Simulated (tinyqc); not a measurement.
Reflectance at normal incidence against thickness.

Normal incidence on air, film (n1) and substrate (N2 = n2 - i k2): r01 = (1 - n1)/(1 + n1), r12 = (n1 - N2)/(n1 + N2), amplitude (r01 + r12 X)/(1 + r01 r12 X), X = exp(-4 pi i n1 d/lam), R its squared modulus, phase from 0 to 360 degrees.

Values chosen for this exercise:
```
symbol,value,unit,meaning
lam,546.1,nm,wavelength
n1,1.469,,index of the transparent film
n2,4.086,,index of the substrate
k2,0.031,,extinction coefficient of the substrate
```

Reflectance at normal incidence against thickness:
```
d (nm)	R (%)	phase of the reflected amplitude (degrees)
0	36.82	179.8
24	33.66	149.7
48	24.83	114.2
71	14.32	66.91
95	9.593	352.3
119	16.20	282.2
142	26.82	238.4
166	34.72	204.5
190	36.72	174.7
```

R goes from 36.8 through a minimum of 9.59 (at d = 95 nm among the rows listed) to 36.7 %. At a quarter wave, d = 92.9 nm, R = 9.54 %; for a transparent substrate it would vanish for n1 = sqrt(n2) = 2.02.

Numbers from tinyqc (`OMP_NUM_THREADS=1 python tinyqc.py 2870182 2870183 out.jsonl`; about 0.01 s on one thread of a shared Intel Xeon 2.30GHz).
